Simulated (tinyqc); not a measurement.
Nucleation and growth of vacancy voids in a cooling silicon-like crystal: one step, computed by the program tinyqc.

Spherical voids; vacancies are lost only to voids.

Problem. Nucleation rate at T with the initial excess. C_e = C_m exp[-(E_f/k_B)(1/T - 1/T_m)]; D = D0 exp(-E_m/(k_B T)); f = k_B T ln(C/C_e); r* = 2 gamma/(rho f); W* = 16 pi gamma^3/(3 rho^2 f^2); Z = f/sqrt(12 pi W* k_B T); I = rho Z (4 pi r* D C) exp(-W*/(k_B T)).

Inputs (values chosen for the exercise, close to those used for silicon): vacancy density at the melting point C_m = 8.2e+14 1/cm^3; formation energy E_f = 4.04 eV; melting point T_m = 1685 K; diffusion prefactor D0 = 0.00082 cm^2/s; migration energy E_m = 0.45 eV; site density rho = 5e+22 1/cm^3; void surface energy gamma = 0.953 J/m^2; temperature of the worked step T = 1380 K.

initial excess C = 7.00e+13 1/cm^3

Constants: k_B = 8.617333262e-05 eV/K; k_B = 1.380649e-23 J/K; e = 1.602176634e-19 C.

Give: C_e; D; driving force f; critical radius r*; W*/(k_B T); rate I.

Solution.

C_e = 1.751e+12 1/cm^3

D = 1.864e-05 cm^2/s

driving force f = 0.4386 eV

critical radius r* = 0.5424 nm

W*/(k_B T) = 61.64

rate I = 0.005756 1/(cm^3 s)

Cooling by 10 K multiplies I by 580: nucleation switches on within a narrow range of temperature.
